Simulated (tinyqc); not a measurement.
## True capacitance, leakage and series resistance from two frequencies

Question. A capacitance C in parallel with G and in series with Rs is measured as Cp and D = Gp/(w Cp) at two frequencies. The series reading Cs = Cp (1 + D^2) equals C + G^2/(w^2 C), and Re Z = D/(w Cp (1 + D^2)) = Rs + G/(G^2 + w^2 C^2). Find C, G and Rs.

f (Hz): 50000  1.5e5
Cp (pF): 51.3828389  51.3825493
D: 0.0360365016  0.0142507132

Answer. w^2 Cs = w^2 C + G^2/C is a straight line in w^2 with slope C; the intercept gives G, and the real part then gives Rs.

C = 51.4 pF
G = 0.568 uS
Rs = 52.0 ohm

Numbers from tinyqc (`OMP_NUM_THREADS=1 python tinyqc.py 2022064 2022065 out.jsonl`; about 0.01 s on one thread of a shared Intel Xeon 2.30GHz).
